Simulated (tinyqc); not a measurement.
The fan of levels: Landau levels of bilayer graphene.

Four-band model without bias: with w = sqrt(2) hv/l, E_N^2 = [g1^2 + (2N - 1) w^2 - sqrt(g1^4 + 2 (2N - 1) g1^2 w^2 + w^4)]/2 for N >= 2, and E = 0 for N = 0, 1. The two-band limit is hbar wc sqrt(N (N - 1)) with hbar wc = w^2/g1. Each level is fourfold; of the eight zero-energy states half belong to the electrons.

In a field B along z: l = 1/sqrt((e/hbar) B) is the magnetic length, n_B = B/(h/e) the number of states per area in one level, hbar wc = 2 muB B/m for mass m in m0; 1/angstrom^2 = 1e16/cm^2.

Constants: e/hbar = 1.519267448e-05 1/(T angstrom^2); h/e = 413566.7697 T angstrom^2; muB = 5.788381798e-05 eV/T.

Values chosen for the exercise (out of a larger set: near those of bilayer graphene; not measured data): hv = 6.38 eV angstrom (hbar v); g1 = 0.377 eV (interlayer hopping); Bs = (2, 4, 6, 8, 10, 12, 15) T (fields).

The four lowest levels against B, with their labels in order.

Levels (meV):

| B (T) | first | second | third | fourth | order |
|---|---|---|---|---|---|
| 2.00 | 0.00 | 9.05 | 15.43 | 21.49 | 0,1 2 3 4 |
| 4.00 | 0.00 | 17.68 | 29.74 | 40.96 | 0,1 2 3 4 |
| 6.00 | 0.00 | 25.94 | 43.16 | 58.88 | 0,1 2 3 4 |
| 8.00 | 0.00 | 33.87 | 55.83 | 75.58 | 0,1 2 3 4 |
| 10.0 | 0.00 | 41.52 | 67.85 | 91.27 | 0,1 2 3 4 |
| 12.0 | 0.00 | 48.90 | 79.32 | 106.11 | 0,1 2 3 4 |
| 15.0 | 0.00 | 59.53 | 95.65 | 127.06 | 0,1 2 3 4 |

The fourth level grows as B^0.93 over the first two rows and B^0.81 over the last two (1 for a parabolic band without a fixed offset such as a valley splitting, 1/2 for massless Dirac electrons). The order of the levels does not change. At the highest field level 2 lies at 59.5 meV, against 69.6 meV in the two-band limit.

tinyqc: `OMP_NUM_THREADS=1 python tinyqc.py 1281666 1281667 out.jsonl`; about 0.02 s, one thread, shared Intel(R) Xeon(R) Processor @ 2.30GHz.
